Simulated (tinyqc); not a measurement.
# p-n diode, drift-diffusion by the Gummel loop with Scharfetter-Gummel fluxes: effects of single changes

Abrupt junction at x = 0, p side from -Lp, n side to Ln, ohmic contacts. psi is counted from the intrinsic level; n = ni exp((psi - phin)/Vt), p = ni exp((phip - psi)/Vt). Contacts: p side psi = V - Vt ln(Na/ni), p = Na, n = ni^2/Na; n side psi = Vt ln(Nd/ni), n = Nd, p = ni^2/Nd. Constant mobilities, D = mu Vt, Boltzmann statistics, SRH recombination through a mid-gap level, U = (n p - ni^2)/(tp (n + ni) + tn (p + ni)). Current is positive from the p contact to the n contact.

Parameters, values chosen for the exercise; band and dielectric values close to those of silicon: temperature T = 275 K; band gap Eg = 1.1 eV; relative permittivity eps_r = 11.8; conduction-band density of states at T Nc = 2.47e19 cm^-3; valence-band density of states at T Nv = 2.35e19 cm^-3; acceptor density of the p side Na = 9.1e17 cm^-3; donor density of the n side Nd = 2.4e17 cm^-3; electron mobility mun = 390 cm^2/(V s); hole mobility mup = 190 cm^2/(V s); SRH lifetime of electrons tn = 4e-10 s; SRH lifetime of holes tp = 6e-8 s; length of the p side Lp = 7.8 um; length of the n side Ln = 1 um; uniform generation rate G = 0 cm^-3 s^-1.

Constants: q = 1.602176634e-19 C, kB = 1.380649e-23 J/K, Vt = kB T/q, eps0 = 8.8541878128e-14 F/cm where lengths are in cm. Results are converted to the units shown.

Each table varies one quantity; the others keep the values above.

## Current against voltage in the dark

ni = sqrt(Nc Nv) exp(-Eg/(2 Vt)), Eg in volts. Poisson and both continuity equations are solved self-consistently with Scharfetter-Gummel fluxes on a graded mesh of 500 nodes. J_scr is q times the integral of U between -xp and xn. Ideal diffusion current J_id = q ni^2 [Dn coth(wp/Le)/(Le Na) + Dp coth(wn/Lh)/(Lh Nd)] (exp(V/Vt) - 1), Le = sqrt(Dn tn), Lh = sqrt(Dp tp), wp = Lp - xp, wn = Ln - xn, with xp and xn from the depletion approximation (W = sqrt(2 eps0 eps_r (Vbi - V)(1/Na + 1/Nd)/q), xp = W Nd/(Na + Nd), xn = W Na/(Na + Nd), Vbi = Vt ln(Na Nd/ni^2)). Ideality factor = 0.004 V/(Vt ln[J(V + 0.004 V)/J(V)]). Here G = 0.

In this table G = 0 cm^-3 s^-1.

Result of one run:
columns A: V (V); B: J (A/cm^2); C: ideality factor; D: J_scr/J (%); E: J_id (A/cm^2); F: share recombining at the contacts (%); G: larger minority/doping at -xp and xn
```
A           B     C     D        E     F        G
0.49  8.14e-4  1.51  72.4  2.25e-4  14.7  1.04e-7
```

What becomes of these results when the bias of the p contact V is changed from 0.49 to 0.65 V, all else the same?

Result of the changed run:
columns A: V (V); B: J (A/cm^2); C: ideality factor; D: J_scr/J (%); E: J_id (A/cm^2); F: share recombining at the contacts (%); G: larger minority/doping at -xp and xn
```
A         B     C     D      E     F        G
0.65  0.214  1.05  10.7  0.191  47.3  8.58e-5
```

The whole series:
columns A: V (V); B: J (A/cm^2); C: ideality factor; D: J_scr/J (%); E: J_id (A/cm^2); F: share recombining at the contacts (%); G: larger minority/doping at -xp and xn
```
A           B     C      D         E       F         G
0.18  5.97e-7  1.81   99.9  4.72e-10  0.0424  2.25e-13
0.26  3.66e-6  1.90   99.6   1.38e-8   0.201  6.53e-12
0.34  2.17e-5  1.88   98.1   4.02e-7   0.991  1.89e-10
0.42  1.36e-4  1.76   91.4   1.17e-5    4.60   5.49e-9
0.49  8.14e-4  1.51   72.4   2.25e-4    14.7   1.04e-7
0.57   0.0101  1.19   35.4   0.00656    34.3   3.00e-6
0.65    0.214  1.05   10.7     0.191    47.3   8.58e-5
0.73     5.67  1.02   2.69      5.58    51.5   0.00239
0.8      91.2  1.17  0.621       107    54.3    0.0372
```

J rises from 5.97e-7 to 91.2 A/cm^2; the ideality factor moves up and down between 1.02 and 1.90. Recombination in the depleted layer carries over half of the current up to V = 0.49 V, where the factor is 1.51; it grows roughly as exp(V/2 Vt), so diffusion overtakes it. Where the factor is lowest (V = 0.73 V), J is 1.6 % above the ideal diffusion current.

## Effect of the hole mobility at fixed bias

Same model as above.

In this table V = 0.59 V.

Effect of the hole mobility at fixed bias:
columns A: mup (cm^2/(V s)); B: J (A/cm^2); C: ideality factor; D: J_scr/J (%); E: J_id (A/cm^2); F: share recombining at the contacts (%); G: larger minority/doping at -xp and xn
```
A         B     C     D        E     F        G
19   0.0136  1.23  41.7  0.00790  5.65  6.94e-6
31   0.0141  1.22  40.2  0.00842  9.08  6.94e-6
52   0.0150  1.20  37.8  0.00932  14.5  6.94e-6
85   0.0164  1.18  34.6   0.0107  21.9  6.95e-6
140  0.0188  1.15  30.2   0.0131  31.7  6.95e-6
230  0.0226  1.13  25.1   0.0170  43.3  6.95e-6
380  0.0291  1.10  19.5   0.0234  55.8  6.95e-6
```

As mup rises from 19 to 380, J rises from 0.0136 to 0.0291 A/cm^2, the share of the depleted layer falls from 41.7 to 19.5 % and the share lost at the contacts rises from 5.65 to 55.8 %. The exponent d ln J/d ln mup is 0.08 between the first two rows and 0.50 between the last two. J less J_scr is 0.12 % below J_id in the last row.

Program tinyqc, `OMP_NUM_THREADS=1 python tinyqc.py 2240028 2240029 out.jsonl`; Intel Xeon 2.30GHz, shared host, one thread, about 0.1 s.
